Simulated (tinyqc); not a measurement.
A chain with uneven site energies and dephasing by Buettiker voltage probes: two steps of the calculation.

Sites 1 to 3 form a chain with hopping -t. Lead L joins site 1 and lead R site 3, both semi-infinite chains with hopping -t and site energy 0. Every site carries a probe with self-energy -i Gamma_p/2 that draws no net current. Linear response at zero temperature: mu_L = 1, mu_R = 0 in units of the bias.

Values chosen for this exercise: probe broadening Gamma_p gp = 0.13 eV.

Task 1. Transmissions between terminals. With Gamma the broadening by one lead, T_RL = Gamma^2 |G_(3,1)|^2, T_pL = Gamma Gamma_p |G_(p,1)|^2, T_pR = Gamma Gamma_p |G_(p,3)|^2, T_pq = Gamma_p^2 |G_(p,q)|^2 for p != q.

G (1/eV):

|  | 1 | 2 | 3 |
|---|---|---|---|
| 1 | 0.17906894-0.68055046i | 0.47192172-0.04799143i | 0.14343761+0.61676146i |
| 2 | 0.47192172-0.04799143i | -0.09465107-0.34467058i | 0.44036545-0.18367895i |
| 3 | 0.14343761+0.61676146i | 0.44036545-0.18367895i | 0.14847542-0.77212369i |

Gamma = 1.3561342 eV

Give: T_RL; T_pL; T_pR; T_pq.

Result 1.

T_RL = 0.7374

| probe | T_pL | T_pR |
|---|---|---|
| 1 | 0.08731 | 0.0707 |
| 2 | 0.03967 | 0.0401 |
| 3 | 0.07069 | 0.1090 |

T_pq (in units of 1e-3):

|  | 1 | 2 | 3 |
|---|---|---|---|
| 1 | 0.000 | 3.803 | 6.776 |
| 2 | 3.803 | 0.000 | 3.847 |
| 3 | 6.776 | 3.847 | 0.000 |

Task 2. Current at both leads. In units of (2 q^2/h) times the bias, T_RL + sum_p T_pL (1 - mu_p) leaves L and T_RL + sum_p T_pR mu_p enters R.

T_RL = 0.73742217

| probe | T_pL | T_pR | mu_p |
|---|---|---|---|
| 1 | 0.087305072 | 0.07068982 | 0.54518295 |
| 2 | 0.039669269 | 0.04013582 | 0.49493647 |
| 3 | 0.070689819 | 0.10899060 | 0.40087612 |

Give: current leaving L; current entering R.

Result 2.

current leaving L = 0.8395
current entering R = 0.8395

The two are equal: the probes conserve the current.

Computed by the program tinyqc: `OMP_NUM_THREADS=1 python tinyqc.py 2700045 2700046 out.jsonl`, one thread of a shared Intel Xeon 2.30GHz, about 0.01 s for the whole run.
